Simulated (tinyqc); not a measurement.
What moves the coefficients: Boltzmann transport in a parabolic band with a power-law relaxation time.

F_j(eta) = (1/Gamma(j + 1)) integral_0^infinity x^j dx/(1 + exp(x - eta)), which tends to exp(eta) for eta << 0.

n = N F_1/2(eta) with N = 2 (m kB T/(4 pi c))^(3/2) with c = hbar^2/2m0, in 1/angstrom^3; times 1e24 for 1/cm^3, m = md.

tau = tau0 x^r with x = E/kT. With K_j = Gamma(j + 1) F_j(eta): <tau> = tau0 (r + 3/2) K_(r+1/2)/((3/2) K_(1/2)); mu = <tau>/(mc m0/e), m0/e = 5.685630e-12 kg/C; Hall factor rH = (3/2) K_(1/2) (2r + 3/2) K_(2r+1/2)/((r + 3/2) K_(r+1/2))^2; Seebeck S = -(kB/e) [(r + 5/2) K_(r+3/2)/((r + 3/2) K_(r+1/2)) - eta]; Lorenz number L = (kB/e)^2 [(r + 7/2) K_(r+5/2)/((r + 3/2) K_(r+1/2)) - ((r + 5/2) K_(r+3/2)/((r + 3/2) K_(r+1/2)))^2]; kB/e in V/K. Valley anisotropy is left out of rH.

Constants: hbar^2/2m0 = 3.80998211 eV angstrom^2; kB = 8.617333262e-05 eV/K.

Inputs chosen for the exercise (masses near those of Ge; tau0 is set for a mobility of the usual size at this n, kL is a free input; freeze-out and phonon drag, which matter near 77 K, are left out; shifted at random, so the results belong to these values and not to a real crystal):
- md = 0.574 m0 (density-of-states mass)
- mc = 0.1239 m0 (conductivity mass)
- tau0 = 36 fs (tau at E = kT)
- r = -0.5 (exponent of tau)
- T = 300 K
- kL = 72 W/(m K) (lattice thermal conductivity)
- n = 7.6e+18 1/cm^3 (electron density)

sigma = e n mu with e = 1.602176634e-19 C; ZT = S^2 sigma T/(kL + L sigma T).

Results for these values:
```
case  mu (cm^2/(V s))  sigma (S/cm)  S (microvolt/K)       ZT
base            351.0         427.4           -211.8  0.00797
```

What happens to each result for n = 1.52e+19 1/cm^3, all else kept?

Answer: mu falls from 351.0 to 326.0; sigma rises from 427.4 to 793.9; S rises from -211.8 to -159.6; ZT rises from 0.00797 to 0.00838.

The same for each parameter in turn:
```
case                 mu (cm^2/(V s))  sigma (S/cm)  S (microvolt/K)       ZT
base                           351.0         427.4           -211.8  0.00797
md = 0.746 m0                  360.8         439.3           -243.1   0.0108
mc = 0.1611 m0                 270.0         328.7           -211.8  0.00613
n = 1.52e+19 1/cm^3            326.0         793.9           -159.6  0.00838
tau0 = 54 fs                   526.5         641.2           -211.8   0.0119
kL = 36 W/(m K)                351.0         427.4           -211.8   0.0159
T = 350 K                      357.1         434.8           -230.1   0.0112
```

The row for T keeps tau0 fixed; for phonon scattering tau0 itself falls as T rises.

Program tinyqc; command `OMP_NUM_THREADS=1 python tinyqc.py 1650044 1650045 out.jsonl`; about 0.01 s on one thread of a shared Intel(R) Xeon(R) Processor @ 2.30GHz.
